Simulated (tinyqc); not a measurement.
Thermal stress, cracking, delamination and buckling of a thin film; Griffith cracks and misfitting inclusions: one step, computed by the program tinyqc. Command: `OMP_NUM_THREADS=1 python tinyqc.py 3023398 3023399 out.jsonl filmcrack walk`. One thread of a shared host (Intel(R) Xeon(R) Processor @ 2.30GHz), about 0.01 s of CPU time with the checks.

Isotropic linear elasticity; the substrate is much thicker than the film; stress is positive in tension.

Problem. Stress in the film. Thermal strain = (alpha_f - alpha_s)(T_d - T); stress = E/(1 - nu) x strain + intrinsic stress; plane-strain modulus Ebar = E/(1 - nu^2); G0 = stress^2 h/(2 Ebar) is the energy freed per area when a long strip loses its stress across its width.

Inputs (values chosen for the exercise, for a model film):

| quantity | value | unit |
|---|---|---|
| film Young's modulus E | 382 | GPa |
| film Poisson ratio nu | 0.28 | - |
| film expansion alpha_f | 3.86 | 1e-6/K |
| substrate expansion alpha_s | 3.2 | 1e-6/K |
| deposition temperature T_d | 1275 | K |
| final temperature T | 300 | K |
| intrinsic stress | -1000 | MPa |
| film thickness h | 3.8 | micrometre |

Give: thermal strain; film stress; Ebar; G0.

Solution.

thermal strain = 6.4350e-04

film stress = -658.5875 MPa

Ebar = 414.50 GPa

G0 = 1.9882 J/m^2

The film ends in compression; the thermal part is 341 MPa.
